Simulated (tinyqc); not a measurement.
What each parameter does: Landau levels of massive Dirac electrons in two valleys.

H = hv (tau kx sx + ky sy) + (D/2) sz. Conduction levels E_N = sqrt(D^2/4 + 2N hv^2/l^2) - D/2 from the band edge; N = 1, 2, ... occur in both valleys, N = 0 in one valley only (its partner in the other valley lies at the valence edge). Each state is twofold in spin; spin splittings are left out, although in real dichalcogenides the spin-orbit splitting exceeds the level spacing and changes the filling sequence.

In a field B along z: l = 1/sqrt((e/hbar) B) is the magnetic length, n_B = B/(h/e) the number of states per area in one level, hbar wc = 2 muB B/m for mass m in m0; 1/angstrom^2 = 1e16/cm^2.

Level 0 takes 2 n_B electrons and each higher level 4 n_B. At zero temperature and without broadening EF sits in the partly filled level.

Constants: e/hbar = 1.519267448e-05 1/(T angstrom^2); h/e = 413566.7697 T angstrom^2; muB = 5.788381798e-05 eV/T.

Parameters, chosen for this exercise (near those of a MoS2 monolayer; the results hold for these values, not for the real material): hv = 3.76 eV angstrom (hbar v); D = 1.69 eV (gap); B = 2.5 T (magnetic field); n = 7.9 x 1e11/cm^2 (electron sheet density).

The second and third levels from below, nu = n/n_B, and EF.

One parameter was then changed.

Results before and after:

| case | second level (meV) | third level (meV) | nu | EF (meV) |
|---|---|---|---|---|
| base | 0.64 | 1.27 | 13.07 | 1.90 |
| changed | 0.54 | 1.08 | 15.41 | 2.15 |

Which of these changes was made? (a) hv = 4.51 eV angstrom; (b) n = 6.71 x 1e11/cm^2; (c) D = 1.44 eV; (d) B = 2.12 T.

Answer: (d) B = 2.12 T. Of the candidates, run in turn, only this one gives the changed row.

All candidates:

| case | second level (meV) | third level (meV) | nu | EF (meV) |
|---|---|---|---|---|
| base | 0.64 | 1.27 | 13.07 | 1.90 |
| B = 2.12 T | 0.54 | 1.08 | 15.41 | 2.15 |
| hv = 4.51 eV angstrom | 0.91 | 1.83 | 13.07 | 2.74 |
| D = 1.44 eV | 0.75 | 1.49 | 13.07 | 2.23 |
| n = 6.71 x 1e11/cm^2 | 0.64 | 1.27 | 11.10 | 1.90 |

Computed by tinyqc, a small Python program: `OMP_NUM_THREADS=1 python tinyqc.py 1252297 1252298 out.jsonl` (the numbers bound the seed that draws the inputs); one thread of a shared host (Intel(R) Xeon(R) Processor @ 2.30GHz), about 0.01 s for the whole set of steps.
